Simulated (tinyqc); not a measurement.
## Gate work function from the charge

Question. For an undoped double gate, Q = 8 eps0 eps_r Vt beta tan(beta)/ts with 0 < beta < pi/2, and at the source (Vg - dphi)/(2 Vt) - ln[(2/ts) sqrt(2 eps0 eps_r Vt/(q ni))] = ln(beta) - ln(cos beta) + 2 r beta tan(beta), r = eps_r tox/(eox ts). Find beta and dphi.

Parameters, values chosen for the exercise; material values those of a made-up semiconductor:

| symbol | value | unit | meaning |
|---|---|---|---|
| T | 400 | K | temperature |
| eps_r | 12.7 |  | relative permittivity of the semiconductor |
| eox | 22.9 |  | relative permittivity of the gate insulator |
| tox | 5.3 | nm | insulator thickness |
| ts | 12 | nm | body thickness |
| Vg | 0.42 | V | gate voltage |

Constants: q = 1.602176634e-19 C, kB = 1.380649e-23 J/K, Vt = kB T/q, eps0 = 8.8541878128e-14 F/cm where lengths are in cm. Results are converted to the units shown.

Qs = 5.6215132 nC/cm^2
ni = 8.9876301e12 cm^-3

Solution. beta tan(beta) rises from 0 without bound on the interval, so the charge fixes beta; the second relation is then explicit in dphi.

beta = 0.147
dphi = 0.140 V

tinyqc, about 0.03 s, one thread, Intel Xeon 2.30GHz (shared host): `OMP_NUM_THREADS=1 python tinyqc.py 2440111 2440112 out.jsonl`
